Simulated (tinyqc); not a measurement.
Filling against narrowing: heavy doping: band filling, gap narrowing, band tails and the effective intrinsic density. Computed by tinyqc, a small Python program. Command: `OMP_NUM_THREADS=1 python tinyqc.py 3000457 3000458 out.jsonl gapnarrow walk`. One thread of a shared host (Intel(R) Xeon(R) Processor @ 2.30GHz), about 0.02 s of CPU time with the checks.

An n-type crystal above its Mott density, with all dopants ionised: n = N_D - N_A, ionised centres N_I = N_D + N_A. Valleys are taken as spherical with mass m_e.

Inputs (values chosen for the exercise, for a model semiconductor): gap E_g = 2.51 eV; electron mass m_e = 0.154 m_0; valleys M_c = 1; hole mass m_h = 0.562 m_0; dielectric constant eps = 8.19; donor density N_D = 6.8e+18 cm^-3; compensation ratio N_A/N_D = 0.3; temperature T = 300 K.

Conduction band: non-parabolic (Kane).

Constants: a_0 = 0.529177210903 angstrom; Ry = 13.605693123 eV; hbar^2/(2 m_0) = 3.80998212 eV angstrom^2; k_B = 8.617333262e-05 eV/K; e = 1.602176634e-19 C; eps_0 = 8.8541878128e-12 F/m; e^2/(4 pi eps_0) = 14.39964548 eV angstrom.

Method:
- n = N_D (1 - ratio); Ry* = Ry m_e/eps^2, a* = a_0 eps/m_e; r_s = (3/(4 pi n))^(1/3)/a*; k_F = (3 pi^2 n/M_c)^(1/3); Mott density (0.26/a*)^3.
- n = M_c (1/(2 pi^2)) (m_e/(hbar^2/2m_0))^(3/2) int sqrt(E (1 + aE)) (1 + 2 aE) f dE with a = (1 - m_e)^2/E_g, f = 1/(1 + exp((E - E_F)/k_B T)); trapezoid rule in t = sqrt(E/k_B T), step 0.02 up to 12; E_F by bisection from the band edge.
- Screening: q^2 = (e/(eps eps_0)) dn/dE_F. Exchange lowers the conduction band by (1/pi) k_F e^2/(4 pi eps_0 eps) (T = 0 Hartree-Fock at k_F, taken as a rigid shift). Screening raises the valence band by (q/2) e^2/(4 pi eps_0 eps) (static Coulomb hole). The narrowing is the sum; electron correlation and carrier-ion shifts are left out. Root-mean-square potential of randomly placed ions: V_rms = (e^2/(4 pi eps_0 eps)) sqrt(2 pi N_I/q).
- Absorption edge of a direct gap, from the valence band at k_F (T = 0 value) to the Fermi level: E_g - narrowing + E_F + (hbar^2/2m_0) k_F^2/m_h, k_F = (3 pi^2 n)^(1/3); the shift is the edge less E_g. n p/n_i^2 = exp(narrowing/k_B T) x (n/N) exp(-E_F/k_B T), N being the limit of n exp(-E_F/k_B T) far below the edge (taken at E_F = -12 k_B T); apparent narrowing = k_B T ln(n p/n_i^2).
- The compensation ratio is held; the absorption edge is given only for E_F above 2 k_B T.

n = 4.76e+18 cm^-3

Mott density = 7.88546e+17 cm^-3

Against carrier density (energies in meV):
```
n (cm^-3)     E_F  narrowing  apparent narrowing   V_rms  shift of the absorption edge
9.50e+17    -7.37      39.81              34.379   36.36                             -
1.90e+18    15.87      51.31              40.560   44.91                             -
3.30e+18    37.78      61.73              43.348   53.95                             -
4.80e+18    55.40      69.34              43.019   61.58                          4.52
7.60e+18    81.50      79.26              38.714   73.01                         27.32
1.20e+19   114.31      89.89              28.344   87.02                         58.43
1.90e+19   156.91     101.66               9.400  104.23                        101.44
```

What follows from these numbers?

Narrowing grows with exponent 0.27 between the last rows (exchange goes as n^(1/3), the Coulomb hole as n^(1/6) in a degenerate parabolic band) and E_F with 0.69 (2/3 for a parabolic band at T = 0, towards 1/3 in a Kane band). The apparent narrowing peaks at 43.3 meV near 3.3e18 cm^-3 and then falls, as E_F grows faster than the narrowing. In rows with E_F below 2 k_B T the T = 0 exchange term is overstated. Where V_rms is above half of E_F, band tails blur the edge by more than small net shifts. Filling outweighs narrowing at the absorption edge in every degenerate row (a net Burstein-Moss blue shift).

Extremes, crossings and ranges named in words are read from the listed rows.
